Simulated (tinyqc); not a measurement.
Abrupt p-n junction, non-linear Poisson equation by Newton steps: one step of the calculation.

One dimension, p side on the left, n side on the right; net doping C = -Na for x < 0 and +Nd for x > 0. The potential psi is counted from the intrinsic level, and the quasi-Fermi potentials are flat: 0 for holes and -V for electrons, so n = ni exp((psi + V)/Vt) and p = ni exp(-psi/Vt) (Boltzmann statistics, full ionisation, no current). Under reverse bias this makes the minority densities vanishingly small everywhere; they play no part in the charge.

Question. Densities, residual and Jacobian diagonal. n_i = ni exp((psi_i + V)/Vt), p_i = ni exp(-psi_i/Vt), rho_i = p_i - n_i + C_i, g_i = (n_i + p_i)/Vt. Box widths w_i = (h_(i-1) + h_i)/2 in cm. Residual F_i = a_i (psi_(i+1) - psi_i) - a_(i-1) (psi_i - psi_(i-1)) + q rho_i w_i; Jacobian: a_(i-1) and a_i beside the diagonal, b_i = -a_(i-1) - a_i - q g_i w_i on it. The two end nodes are fixed.

Parameters, values chosen for the exercise: temperature T = 293 K; bias of the p side against the n side V = -1.3 V.

Constants: q = 1.602176634e-19 C, kB = 1.380649e-23 J/K, Vt = kB T/q. Results are converted to the units shown.

| node | x (nm) | psi after iteration 2 (V) | net doping C (cm^-3) |
|---|---|---|---|
| 0 | -39.5 | -0.4788950 | -1.3e18 |
| 1 | -27.5 | -0.4804954 | -1.3e18 |
| 2 | -17.6 | -0.4737082 | -1.3e18 |
| 3 | -9.44 | -0.4435026 | -1.3e18 |
| 4 | -2.75 | -0.3879651 | -1.3e18 |
| 5 | 2.75 | -0.3015265 | 6.3e16 |
| 6 | 17.2 | -0.1222620 | 6.3e16 |
| 7 | 55.3 | 0.1481122 | 6.3e16 |
| 8 | 155 | 0.6643516 | 6.3e16 |
| 9 | 419 | 1.7024673 | 6.3e16 |

| interval | coupling a_i (F/cm^2) |
|---|---|
| 0 | 8.4852633e-7 |
| 1 | 1.0285168e-6 |
| 2 | 1.2478328e-6 |
| 3 | 1.5220203e-6 |
| 4 | 1.8513302e-6 |
| 5 | 7.0465855e-7 |
| 6 | 2.6725239e-7 |
| 7 | 1.0212955e-7 |
| 8 | 3.8569379e-8 |

ni = 7.5276210e9 cm^-3

Give: n; p; residual F; diagonal b.

Answer.

| node | n (cm^-3) | p (cm^-3) |
|---|---|---|
| 0 | 1.8992e-21 | 1.3000e18 |
| 1 | 1.7826e-21 | 1.3851e18 |
| 2 | 2.3324e-21 | 1.0586e18 |
| 3 | 7.7153e-21 | 3.2002e17 |
| 4 | 6.9604e-20 | 3.5473e16 |
| 5 | 2.1351e-18 | 1.1564e15 |
| 6 | 2.5875e-15 | 9.5420e11 |
| 7 | 1.1574e-10 | 2.1332e7 |
| 8 | 0.087724 | 0.028145 |
| 9 | 6.3000e16 | 3.9191e-20 |

| node | residual F (1e-7 C/cm^2) | diagonal b (F/cm^2) |
|---|---|---|
| 1 | 0.2326 | -1.1501e-5 |
| 2 | -0.0422 | -8.3421e-6 |
| 3 | -0.6974 | -4.2776e-6 |
| 4 | -0.4799 | -3.5105e-6 |
| 5 | -0.2345 | -2.5633e-6 |
| 6 | -0.2754 | -9.7193e-7 |
| 7 | 0.5001 | -3.6938e-7 |
| 8 | 1.7087 | -1.4070e-7 |

tinyqc, about 0.03 s, one thread, Intel Xeon 2.30GHz (shared host): `OMP_NUM_THREADS=1 python tinyqc.py 2000010 2000011 out.jsonl`
